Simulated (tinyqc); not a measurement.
The same layer on three faces: band edges of strained Si(1-x)Ge(x) on relaxed Si(1-y)Ge(y).

Values are linear in the Ge fraction but for ED(x) = linear - CD x (1 - x) and a(x) = linear - Ca x (1 - x). Energies are on the common scale of Ev.

Coherent growth: e_par = (a(y) - a(x))/a(x). (001): e_perp = -2 (C12/C11) e_par; exx = eyy = e_par, ezz = e_perp, no shear. (111): e_perp = -(2 C11 + 4 C12 - 4 C44)/(C11 + 2 C12 + 4 C44) e_par; exx = eyy = ezz = (2 e_par + e_perp)/3 and exy = eyz = ezx = (e_perp - e_par)/3. (110): e_perp = -(C11 + 3 C12 - 2 C44)/(C11 + C12 + 2 C44) e_par; exx = eyy = (e_par + e_perp)/2, ezz = e_par, exy = (e_perp - e_par)/2, eyz = ezx = 0.

A valley with unit axis u lies at Ev + gap + (av + a_valley) tr(e) + Xu (u.e.u - tr(e)/3); the Delta axes are x, y, z and the L axes [111], [1-1-1], [-11-1], [-1-11]. The second-order shift of the Delta valleys under shear is left out; it lowers the pair normal to the sheared plane by tens of meV at a shear of 1 %.

Valence edges: Ev plus the levels of the 6 x 6 matrix of X, Y, Z times spin with -Dso/3 + l exx + m (eyy + ezz) on the diagonal (cyclic), n exy off it, l = av + 2 b, m = av - b, n = sqrt(3) d. Spin-orbit term (Dso/3) L.sigma on X, Y, Z with (L_k)_ij = -i epsilon_kij: <X+|H|Y+> = -i Dso/3, <X+|H|Z-> = Dso/3, <Y+|H|Z-> = -i Dso/3, <Z+|H|X-> = -Dso/3, <Z+|H|Y-> = i Dso/3, <X-|H|Y-> = i Dso/3, and their conjugates; + and - are the spin along z.

Values chosen for the exercise (end members near Si and Ge, in this order; not measured data):
- a = (5.429, 5.664) angstrom (lattice constant)
- Dso = (0.044, 0.291) eV (spin-orbit splitting)
- av = (2.45, 1.25) eV (valence hydrostatic potential)
- b = (-2.13, -2.58) eV (tetragonal shear potential)
- d = (-4.83, -5.33) eV (trigonal shear potential)
- C11 = (163.7, 129.5) GPa
- C12 = (64.7, 47.9) GPa
- C44 = (79.1, 67.1) GPa
- Ev = (0, 0.61) eV (top of the unstrained valence band)
- ED = (1.178, 0.927) eV (gap to the Delta valleys)
- EL = (2.038, 0.747) eV (gap to the L valleys)
- aD = (1.79, 1.22) eV (hydrostatic potential of the Delta gap)
- aL = (-2.86, -2.73) eV (hydrostatic potential of the L gap)
- XuD = (8.81, 9.07) eV (uniaxial potential, Delta)
- XuL = (15.83, 14.84) eV (uniaxial potential, L)
- CD = 0.206 eV (bowing of the Delta gap)
- Ca = 0.024 angstrom (bowing of the lattice constant)
- x = 0.59 (Ge fraction of the layer)
- y = 0 (Ge fraction of the relaxed buffer)

dEc = Ec(buffer) - Ec(layer), dEv = Ev(layer) - Ev(buffer); buffer edges Ev(y) and Ev(y) + min(ED, EL). The digit behind Delta or L counts whole valleys.

Cases:
```
face
(001)
(111)
(110)
```

Rank the cases by gap (eV), lowest first.

Answer: (001), (110), (111).

Results:
```
face   e_par (%)  lowest valleys  gap (eV)  next valleys above (meV)  valence splitting (meV)  dEc (eV)  dEv (eV)  Delta spread (meV)  L spread (meV)
(001)      -2.39          Delta4     0.710                       378                       97     0.058     0.409                 378               0
(111)      -2.39          Delta6     0.825                       344                       96    -0.040     0.393                   0             454
(110)      -2.39          Delta2     0.720                       158                      100     0.060     0.398                 158             359
```

On (001) only the Delta valleys split (378 meV), on (111) only the L valleys (454 meV), on (110) both (158 and 359 meV). The lowest valleys are Delta4 on (001), Delta6 on (111) and Delta2 on (110); the smallest gap is 0.710 eV on (001) and the largest 0.825 eV on (111).

Run: tinyqc, `OMP_NUM_THREADS=1 python tinyqc.py 1050390 1050391 out.jsonl`; Intel(R) Xeon(R) Processor @ 2.30GHz, one thread, shared host; about 0.02 s of CPU time with all checks.
